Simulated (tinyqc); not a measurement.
Wannier-Stark ladder of a miniband, step by step. Values are carried at full precision from step to step, so a last printed digit may differ when a step is redone from the rounded ones.

One state in each well j = -(Nw - 1)/2 ... (Nw - 1)/2: H_jj = j e F d, H_(j,j+1) = -W/4; 1 kV/cm = 0.01 meV/angstrom. In an infinite chain the levels are j e F d and the state of well 0 has amplitude J_j(x) in size on well j, x = W/(2 e F d).

Constants: hbar = 6.58211957e-16 eV s.

Parameters, chosen for this exercise (near those of an InGaAs/InAlAs superlattice; shifted at random, so the results belong to these values and not to a real crystal): W = 39 meV (miniband width); d = 91 angstrom (period); F = 13 kV/cm (field); Nw = 11 (wells).

## Scales

Give e F d, x, the Bloch frequency e F d/(2 pi hbar) and period, and the swing W/(e F) of a wave packet.

e F d = 11.830 meV
x = 1.6484
frequency = 2.860 THz
period = 0.350 ps
swing = 300 angstrom

## The matrix

Fill it in.

H (meV), rows -5, -4, -3, -2, -1, 0, 1, 2, 3, 4, 5 and columns alike:
```
[[-59.150, -9.750, 0, 0, 0, 0, 0, 0, 0, 0, 0],
 [-9.750, -47.320, -9.750, 0, 0, 0, 0, 0, 0, 0, 0],
 [0, -9.750, -35.490, -9.750, 0, 0, 0, 0, 0, 0, 0],
 [0, 0, -9.750, -23.660, -9.750, 0, 0, 0, 0, 0, 0],
 [0, 0, 0, -9.750, -11.830, -9.750, 0, 0, 0, 0, 0],
 [0, 0, 0, 0, -9.750, 0, -9.750, 0, 0, 0, 0],
 [0, 0, 0, 0, 0, -9.750, 11.830, -9.750, 0, 0, 0],
 [0, 0, 0, 0, 0, 0, -9.750, 23.660, -9.750, 0, 0],
 [0, 0, 0, 0, 0, 0, 0, -9.750, 35.490, -9.750, 0],
 [0, 0, 0, 0, 0, 0, 0, 0, -9.750, 47.320, -9.750],
 [0, 0, 0, 0, 0, 0, 0, 0, 0, -9.750, 59.150]]
```

## Levels and the middle state

Diagonalise; give the levels, their spacings and the weights of the middle level on the wells.

levels (meV): [-65.567, -48.744, -35.673, -23.672, -11.830, 0.000, 11.830, 23.672, 35.673, 48.744, 65.567]

spacings (meV): [16.822, 13.071, 12.001, 11.842, 11.830, 11.830, 11.842, 12.001, 13.071, 16.822]

weights: [0.0000, 0.0003, 0.0062, 0.0723, 0.3297, 0.1830, 0.3297, 0.0723, 0.0062, 0.0003, 0.0000]

The spacing in the middle is 1.0000 e F d and at the ends 1.422 e F d; states that reach the ends of the stack are pushed apart.

## Bessel amplitudes

With x = W/(2 e F d): J_j(x)^2 for j = 0 to 5, their running sum over -j ... j, and the spread sqrt(sum j^2 J_j^2) = x/sqrt2. For a hole fixed in well 0 the J_j^2 are the strengths of the optical lines at j e F d.

Weights:
```
j   J_j^2     sum
0  0.1830  0.1830
1  0.3297  0.8424
2  0.0723  0.9871
3  0.0062  0.9994
4  0.0003  1.0000
5  0.0000  1.0000
```

spread = 1.166 periods

The strongest line is j = +/-1.

## Checks

- Weight on well 1 of the middle state of 61 wells against J_1(x)^2: both 0.3297.

tinyqc: `OMP_NUM_THREADS=1 python tinyqc.py 1250315 1250316 out.jsonl`; about 0.07 s, one thread, shared Intel(R) Xeon(R) Processor @ 2.30GHz.
